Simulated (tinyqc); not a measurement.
# Floating body of a partially depleted SOI transistor: body voltage and kink: effects of single changes

Source at 0 V. Channel current Ic = 2 nf K Vt^2 [F(0) - F(Vd)](1 + la Vd), F(V) = ln^2(1 + exp((Vg - VT - nf V)/(2 nf Vt))), VT = VT0 - gb Vb. Saturation voltage Vs = 2 Vt sqrt(F(0)) + 3 Vt, excess Ve = (Vd - Vs + sqrt((Vd - Vs)^2 + 0.0004 V^2))/2, multiplication M1 = Ai Ve exp(-Bl/Ve). Each junction passes D(v) = J1 (exp(v/Vt) - 1) + J2 (exp(v/(2 Vt)) - 1). Bipolar current Ib = bb J1 (exp(Vb/Vt) - 1). The body settles where M1 (Ic + Ib) = D(Vb) + D(Vb - Vd) + Vb/Rb; drain current Id = (1 + M1)(Ic + Ib) - D(Vb - Vd).

Inputs (values chosen for the exercise); values of the order met in partially depleted silicon-on-insulator transistors:
```
symbol    value         unit                                                                                            meaning
T           300            K                                                                                        temperature
VT0        0.53            V                                                                     threshold at zero body voltage
gb         0.27                                                                  fall of the threshold per volt of body voltage
nf         1.36                                                                                                    slope factor
K           210  uA/(V^2 um)                                                                              gain factor per width
la         0.06          1/V                                                                   channel-length modulation factor
Ai         3.73          1/V                                                                        impact-ionisation prefactor
Bl          7.2            V                                                                          impact-ionisation voltage
J1      1.3e-12        uA/um                                                      diffusion saturation current of each junction
J2       2.7e-8        uA/um                                                  recombination saturation current of each junction
bb            0                                                 gain of the lateral bipolar transistor on the diffusion current
Rb          1e9      kohm um  resistance of a weak body tie to the source (1e9 stands for no tie, and the term is then dropped)
Vg         0.81            V                                                                                       gate voltage
Vd          2.5            V                                                                                      drain voltage
```

Constants: q = 1.602176634e-19 C, kB = 1.380649e-23 J/K, Vt = kB T/q. Results are converted to the units shown.

Each table varies one quantity; the others keep the values above.

## Output curve and kink

Rows with more than one solution for Vb (latch) are left out; dId/dVd by a forward difference over 1e-4 V, swing = 1e-4 V over the change of log10 Id; M1 under 1e-12 is printed as 0.

Results:
```
Vd (V)  Vb (V)        M1  Id, floating (uA/um)  Id, grounded (uA/um)  ratio  dId/dVd, floating (uS/um)  dId/dVd, grounded (uS/um)
1       0.4657  2.274e-5                 13.49                 6.477  2.082                      13.89                     0.3780
1.32    0.6044  0.001326                 16.40                 6.617  2.478                      6.415                     0.5551
1.48    0.6407  0.004751                 17.34                 6.724  2.579                      5.546                     0.7932
1.64    0.6681   0.01272                 18.21                 6.878  2.648                      5.456                      1.156
1.8     0.6897   0.02786                 19.12                 7.100  2.693                      5.984                      1.640
```

Estimate the missing row, Vd = 1.16 V.

Computed row:
```
Vd (V)  Vb (V)        M1  Id, floating (uA/um)  Id, grounded (uA/um)  ratio  dId/dVd, floating (uS/um)  dId/dVd, grounded (uS/um)
1.16    0.5523  2.395e-4                 15.22                 6.540  2.327                      8.570                     0.4273
```

With this row back in the table: Vb rises from 0.466 to 0.690 V and the ratio of the currents rises from 2.08 to 2.69. The output conductance with a floating body exceeds the grounded value by the largest factor among the rows, 36.7, at Vd = 1 V, where Vb = 0.466 V and M1 = 2.27e-5.

## Transfer curve and swing

Same model as above.

Transfer curve and swing:
columns A: Vg (V); B: Vb (V); C: M1; D: Id, floating (uA/um); E: Id, grounded (uA/um); F: ratio; G: swing, floating (mV/decade); H: swing, grounded (mV/decade)
```
A          B       C         D         E      F      G      H
0.08  0.2603  0.4624  1.306e-5  1.798e-6  7.262  49.75  82.26
0.18  0.4699  0.4610  0.001079  3.031e-5  35.59  57.96  81.31
0.28  0.5863  0.4532   0.03680  5.092e-4  72.26  73.66  82.14
0.38  0.6578  0.4277    0.5174  0.008023  64.48  108.7  85.70
0.48  0.6993  0.3842     2.690    0.1014  26.53  184.3  98.74
0.58  0.7226  0.3362     7.251    0.7690  9.430  292.5  136.1
0.68  0.7369  0.2906     13.99     3.052  4.585  417.3  209.3
0.78  0.7462  0.2490     22.61     7.520  3.007  549.0  312.1
0.88  0.7525  0.2113     32.91     14.07  2.339  683.5  431.3
```

Vb rises from 0.260 to 0.752 V. The smallest swing among the rows is 49.8 mV a decade with a floating body (at Vg = 0.08 V) and 81.3 with a grounded one; Vt ln 10 = 59.5. The floating swing is smaller by more than 3 % for Vg = 0.08, 0.18, 0.28 V, where the rising Vb lowers the threshold as Vg rises. In the first row the floating body raises the current by a factor of 7.26.

Range of the model: The multiplication law is an empirical form chosen for the exercise; self-heating and capacitive coupling to the body are left out, and the linear laws are rough once Vb passes about 0.7 V or M1 about 0.1.

Computed by the program tinyqc: `OMP_NUM_THREADS=1 python tinyqc.py 2182013 2182014 out.jsonl`, one thread of a shared Intel Xeon 2.30GHz, about 0.2 s for the whole run.
